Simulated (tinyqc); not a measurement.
Avalanche multiplication and breakdown of a junction from ionisation integrals: one step, computed by the program tinyqc. Command: `OMP_NUM_THREADS=1 python tinyqc.py 3001884 3001885 out.jsonl impact walk`. One thread of a shared host (Intel(R) Xeon(R) Processor @ 2.30GHz), about 0.01 s of CPU time with the checks.

Ionisation coefficients follow the local field. Position x runs through the depletion layer from the p side (x = 0), where electrons enter, to the n side (x = w), where holes enter. The built-in voltage is neglected.

Question. Multiplication and noise. M_n = 1/(1 - I_n), M_p = M_n exp(-Phi(w)); McIntyre excess noise for the carrier with the larger M, F_x = k M + (1 - k)(2 - 1/M), with k = (smaller M - 1)/(larger M - 1).

Junction: one-sided abrupt n+p.

Every 50th point:

| x (micrometre) | F (MV/cm) | alpha_n (1/cm) | alpha_p (1/cm) | Phi | I_n up to x |
|---|---|---|---|---|---|
| 0.00000 | 0.0000000 | 0 | 0 | 0 | 0 |
| 5.00111 | 0.0278448 | 1.887783e-13 | 2.112818e-25 | 2.245465e-18 | 2.245465e-18 |
| 10.00222 | 0.0556897 | 3.598637e-04 | 5.832356e-10 | 1.551964e-08 | 1.551965e-08 |
| 15.00333 | 0.0835345 | 4.462039e-01 | 8.181595e-05 | 4.152356e-05 | 4.152750e-05 |
| 20.00443 | 0.1113793 | 1.571199e+01 | 3.064326e-02 | 2.503151e-03 | 2.503129e-03 |
| 25.00554 | 0.1392242 | 1.331220e+02 | 1.072588e+00 | 3.189959e-02 | 3.155929e-02 |
| 30.00665 | 0.1670690 | 5.532593e+02 | 1.147709e+01 | 1.833094e-01 | 1.697343e-01 |
| 35.00776 | 0.1949138 | 1.530532e+03 | 6.239026e+01 | 6.603978e-01 | 4.956994e-01 |
| 40.00887 | 0.2227587 | 3.283051e+03 | 2.221163e+02 | 1.763618e+00 | 8.602064e-01 |

Give: M_n; M_p; effective k; excess noise factor.

Answer.

M_n = 7.153

M_p = 1.226

effective k = 0.03677

excess noise factor = 2.055

Injecting electrons gives the larger gain and, at equal gain, the lower noise.
